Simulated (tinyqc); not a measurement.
Hubbard ring of 4 sites, step by step. Computed by tinyqc, a small Python program that keeps every step. Settings: hopping = 1.54, U = 1.1, mixing = 0.2, iteration cap = 67. Command: `OMP_NUM_THREADS=1 python tinyqc.py 22586 22587 out.jsonl` (the two numbers bound the seeds that draw the settings). One thread of a shared host (Intel(R) Xeon(R) Processor @ 2.60GHz), about 0.2 s of CPU time with the checks. Later iterations appear only in the table of the cycle.

## Mean-field iteration 1

one-body matrix (hopping and site energies) (eV), lower triangle:
```
         1        2        3       4
1   0.0000
2  -1.5400   0.0000
3   0.0000  -1.5400   0.0000
4  -1.5400   0.0000  -1.5400  0.0000
```

U = 1.1000 eV

electrons, up and down: 2  1

mixing = 0.2000

n(up) at the start (a guess, not normalised): 1 0.8000, 2 0.2000, 3 0.8000, 4 0.2000

n(down) at the start (a guess): 1 0.0000, 2 0.5500, 3 0.0000, 4 0.5500

H(up) = T + U n(down), H(down) = T + U n(up); fill the lowest levels; n(new) = n + mixing (n(out) - n); E = tr T (rho up + rho down) + U sum n_up n_down of the output.

levels, up (eV): -2.7923  0.0000  0.6050  3.3973

levels, down (eV): -2.5476  0.2200  0.8800  3.6476

energy = -5.6099 eV

n(up) after iteration 1: 1 0.7949, 2 0.2051, 3 0.7949, 4 0.2051

n(down) after iteration 1: 1 0.0447, 2 0.4953, 3 0.0447, 4 0.4953

## Mean-field iteration 2

As before.

levels, up (eV): -2.7930  0.0491  0.5449  3.3870

levels, down (eV): -2.5470  0.2256  0.8744  3.6470

energy = -5.6142 eV

n(up) after iteration 2: 1 0.7899, 2 0.2101, 3 0.7899, 4 0.2101

n(down) after iteration 2: 1 0.0805, 2 0.4515, 3 0.0805, 4 0.4515

## Mean-field iteration 3

As before.

levels, up (eV): -2.7942  0.0886  0.4966  3.3794

levels, down (eV): -2.5465  0.2311  0.8689  3.6465

energy = -5.6171 eV

n(up) after iteration 3: 1 0.7852, 2 0.2148, 3 0.7852, 4 0.2148

n(down) after iteration 3: 1 0.1093, 2 0.4163, 3 0.1093, 4 0.4163

## Convergence

Each step fills the lowest levels of T + U n(other spin) and sets n(new) = n + mixing (n(out) - n); stop when output and input agree to 1e-8.

Course of the cycle:
```
iteration     E (eV)  largest |n(out) - n(in)|  mean |n_up - n_down|
1          -5.609884                  2.73e-01                0.3011
2          -5.614248                  2.19e-01                0.2962
3          -5.617079                  1.76e-01                0.2923
4          -5.618917                  1.41e-01                0.2890
5          -5.620111                  1.13e-01                0.2864
6          -5.620888                  9.09e-02                0.2842
7          -5.621394                  7.30e-02                0.2824
8          -5.621724                  5.87e-02                0.2810
9          -5.621940                  4.72e-02                0.2798
10         -5.622081                  3.80e-02                0.2788
11         -5.622173                  3.05e-02                0.2780
...              ...                       ...                   ...
57         -5.622350                  1.96e-06                0.2744
58         -5.622350                  1.60e-06                0.2744
59         -5.622350                  1.30e-06                0.2744
60         -5.622350                  1.06e-06                0.2744
61         -5.622350                  8.65e-07                0.2744
62         -5.622350                  7.05e-07                0.2744
63         -5.622350                  5.75e-07                0.2744
64         -5.622350                  4.69e-07                0.2744
65         -5.622350                  3.82e-07                0.2744
66         -5.622350                  3.12e-07                0.2744
67         -5.622350                  2.54e-07                0.2744
```

Not converged within 67 iterations: the residual falls steadily but slowly, by a factor of about 0.82 a step. The lowest mean-field energy found from random starts is -5.62235 eV. Reruns (cap 100 unless said): mixing 0.5: converged in 29 (E = -5.62235); mixing 0.9: converged in 11 (E = -5.62235); the original settings with a cap of 400: converged in 83 (E = -5.62235).

## Exact diagonalisation (24 states)

Lowest levels of the sector, and the double occupancy of the lowest state.

lowest levels (eV): -5.6527  -5.6527  -3.0800  -2.8386  -2.8386  -2.2952

double occupancy per site = 0.1057

## The lowest level by Lanczos steps

From a random start vector (not printed): a_j = <q_j|H|q_j>, b_j = norm of the remainder after orthogonalising; the Ritz value is the lowest eigenvalue of the tridiagonal matrix of a and b so far.

Lanczos:
```
j   a_j (eV)  b_j (eV)  lowest Ritz value (eV)
1    -1.2218    3.6171               -1.221827
2    -1.2454    2.8460               -4.850782
3     0.6316    1.8697               -5.565018
4     0.1024    2.8373               -5.638515
5     4.2098    2.0991               -5.651716
6     2.3918    1.7873               -5.652636
7     1.1457    2.2318               -5.652698
8    -1.3048    1.0563               -5.652711
9     1.9607    2.1025               -5.652712
10    0.3025    1.5324               -5.652712
```
